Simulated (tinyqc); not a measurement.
Hot carriers by balance equations with a heated Maxwellian. Inputs raised by 2 %, one at a time. Computed by tinyqc, a small Python program. Command: `OMP_NUM_THREADS=1 python tinyqc.py 3023444 3023445 out.jsonl hot sens`. One thread of a shared host (Intel(R) Xeon(R) Processor @ 2.30GHz), about 0.06 s of CPU time with the checks.

The carriers follow a Maxwellian at an electron temperature T_e, slightly displaced; the drift energy is neglected against k_B T_e. The balance averages the rate, not the time, so mu_0 lies below the relaxation-time value.

Inputs (values chosen for the exercise, modelled on holes in germanium):
```
quantity                                          value       unit
effective mass m                                  0.294        m_0
density rho                                        5323     kg/m^3
sound velocity v_l                                 5460        m/s
acoustic deformation potential D_A                  5.3         eV
phonon energy hbar w                               37.4        meV
optical or intervalley deformation potential D_o      9  1e8 eV/cm
final valleys Z_f                                     1          -
lattice temperature T                               200          K
electric field F                                    5.5      kV/cm
iteration cap                                       300          -
```

Band: parabolic. Solver: Newton.

Constants: k_B = 8.617333262e-05 eV/K; k_B = 1.380649e-23 J/K; e = 1.602176634e-19 C; hbar = 1.054571817e-34 J s; m_0 = 9.1093837015e-31 kg; hbar = 6.582119569e-16 eV s.

Method:
- Parabolic band: E = hbar^2 k^2/(2 m), speed v = hbar k/m, states per spin, volume and energy g(E) = m k/(2 pi^2 hbar^2). Masses are multiplied by m_0 and all formulas are in SI units.
- Phonon occupation N_q = 1/(exp(hbar w/(k_B T)) - 1).
- Acoustic deformation potential (elastic, equipartition, absorption and emission together): 1/tau = 2 pi k_B T D_A^2 g(E)/(hbar rho v_l^2).
- Optical or intervalley deformation potential: 1/tau = (pi Z_f D_o^2/(rho w)) [N_q g(E + hbar w) + (N_q + 1) g(E - hbar w)], with g = 0 below the band edge.
- Averages over the Maxwellian, <y> = int y x^(1/2) exp(-x) dx / int x^(1/2) exp(-x) dx with x = E/(k_B T_e), split at x_0 = hbar w/(k_B T_e): 64 Gauss-Legendre points in sqrt(x) below it and 128 in sqrt(x - x_0) above it, up to x = 32. Momentum balance: mu(T_e) = e/(m nu), nu = <x (sum of rates)>/<x>. Power lost per carrier: P(T_e) = hbar w <emission rate - absorption rate> + <(2 m v_l^2/(k_B T)) (E - 2 k_B T) acoustic rate>.
- Energy relaxation time at weak heating: tau_E = (3/2) k_B / (dP/dT_e), the derivative by a central difference of +/- 0.5 K at T_e = T.
- Newton: h(T_e) = P - e mu F^2, T_new = T_e - h/h', with h' by a central difference of +/- 0.5 K, limited to the range T to 3 T_e.
- Start at T_e = 1.5 T; stop when T_e moves by less than 1e-6 K or exceeds 1e6 K.
- v = mu(T_e) F; warm-carrier coefficient (mu/mu_0 - 1)/F^2.

Runs; columns: (1) input moved; (2) from; (3) to; (4) drift velocity (1e7 cm/s); (5) low-field mobility mu_0 (cm^2/(V s)); (6) energy relaxation time tau_E (ps); (7) mobility mu(T_e) (cm^2/(V s)):
```
(1)                                                            (2)      (3)     (4)   (5)    (6)   (7)
base run                                                         -        -  0.8462  4374  1.354  1539
sound velocity v_l (m/s)                                      5460   5569.2  0.8513  4437  1.354  1548
acoustic deformation potential D_A (eV)                        5.3    5.406  0.8411  4310  1.353  1529
phonon energy hbar w (meV)                                    37.4   38.148  0.8585  4529  1.385  1561
optical or intervalley deformation potential D_o (1e8 eV/cm)     9     9.18  0.8422  4264  1.301  1531
lattice temperature T (K)                                      200      204  0.8371  4204  1.337  1522
electric field F (kV/cm)                                       5.5     5.61  0.8507  4374  1.354  1516
density rho (kg/m^3)                                          5323  5429.46  0.8507  4461  1.381  1547
```

Exponents ln(y'/y) / ln(x'/x):
```
input                                             drift velocity  low-field mobility mu_0  energy relaxation time tau_E  mobility mu(T_e)
sound velocity v_l                                         0.303                    0.723                         0.000             0.303
acoustic deformation potential D_A                        -0.307                   -0.741                        -0.008            -0.307
phonon energy hbar w                                       0.725                    1.759                         1.152             0.725
optical or intervalley deformation potential D_o          -0.240                   -1.277                        -1.992            -0.240
lattice temperature T                                     -0.545                   -1.993                        -0.623            -0.545
electric field F                                           0.264                    0.000                         0.000            -0.736
density rho                                                0.264                    1.000                         1.000             0.264
```

Among the inputs moved here: drift velocity answers most in size to phonon energy hbar w (exponent +0.725), next to lattice temperature T (-0.545). Low-field mobility mu_0 answers most in size to lattice temperature T (exponent -1.993), next to phonon energy hbar w (+1.759); its exponent is below 0.0005 for electric field F. energy relaxation time tau_E answers most in size to optical or intervalley deformation potential D_o (exponent -1.992), next to phonon energy hbar w (+1.152); its exponent is below 0.0005 for sound velocity v_l, electric field F. mobility mu(T_e) answers most in size to electric field F (exponent -0.736), and about equally to phonon energy hbar w (+0.725).
